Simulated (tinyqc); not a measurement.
From results back to parameters: Wannier function of the lower band of a two-orbital chain. Two cases, with inputs chosen for the exercise.

Problem. A band E(k) = H0 + 2 H1 cos(ka) + 2 H2 cos(2ka) is known at k = 0, pi/2a and pi/a. The values come from hidden hoppings; c = hbar^2/2m0.

Constants: hbar^2/2m0 = 3.80998211 eV angstrom^2.
Find: H0, H1, H2; m0/m at k = 0.

Method. H0 = (E0 + 2 E1 + E2)/4, H1 = (E0 - E2)/4, H2 = (E0 - 2 E1 + E2)/8; the curvature at k = 0 gives m0/m = -(H1 + 4 H2) a^2/c.

Case 1.

Values chosen: a = 3.9 angstrom (period).

E (eV): 0 -2.3610, pi/2a -1.9070, pi/a -0.9570

Solution.

H0, H1, H2 (eV): -1.783  -0.351  0.062

m0/m at k = 0 = 0.411

Case 2.

Values chosen: a = 4.6 angstrom (period).

E (eV): 0 -3.1160, pi/2a -1.6180, pi/a -1.0880

Solution.

H0, H1, H2 (eV): -1.860  -0.507  -0.121

m0/m at k = 0 = 5.504

Computed by tinyqc, one run a case: `OMP_NUM_THREADS=1 python tinyqc.py N N+1 out.jsonl` with N = 1482246, 1482393; one thread of a shared Intel(R) Xeon(R) Processor @ 2.30GHz, about 0.2 s a run at most.
